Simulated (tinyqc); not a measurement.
Lossy on-chip transmission line with skin effect: one step of the calculation.

A uniform line in a homogeneous dielectric: c = sqrt(er)/(c0 Z0), l = Z0 sqrt(er)/c0 (c0 = 299792458 m/s), g = w c td, w = 2 pi f. The resistance joins its limits as r = sqrt(r_dc^2 + r_hf^2), with r_dc = rho/(wd th), r_hf = kr rho/(2 delta (wd + th)), delta = sqrt(rho/(pi f mu0)), mu0 = 4 pi 1e-7 H/m; this is an interpolation, and internal inductance, up to 0.05 nH/mm at low frequency, is neglected.

Task. Line constants. delta, r_dc, r_hf, r, l, c and g as defined.

Parameters, values chosen for the exercise: width of the strip wd = 1.4 um; thickness of the strip th = 1.4 um; resistivity rho = 2.2 uohm cm; relative permittivity er = 3.5; loss tangent td = 0.005; lossless impedance sqrt(l/c) Z0 = 75 ohm; factor for crowding and the return path kr = 1.2; frequency f = 29 GHz.

Wanted: delta; r_dc; r_hf; r; l; c; g.

Result.

delta = 0.4384 um
r_dc = 11.22 ohm/mm
r_hf = 10.75 ohm/mm
r = 15.54 ohm/mm
l = 0.4680 nH/mm
c = 83.21 pF/m
g = 0.07581 S/m

r is 1.38 times r_dc; the skin depth is 0.313 of the thickness.

Numbers from tinyqc (`OMP_NUM_THREADS=1 python tinyqc.py 2810171 2810172 out.jsonl`; about 0.01 s on one thread of a shared Intel Xeon 2.30GHz).
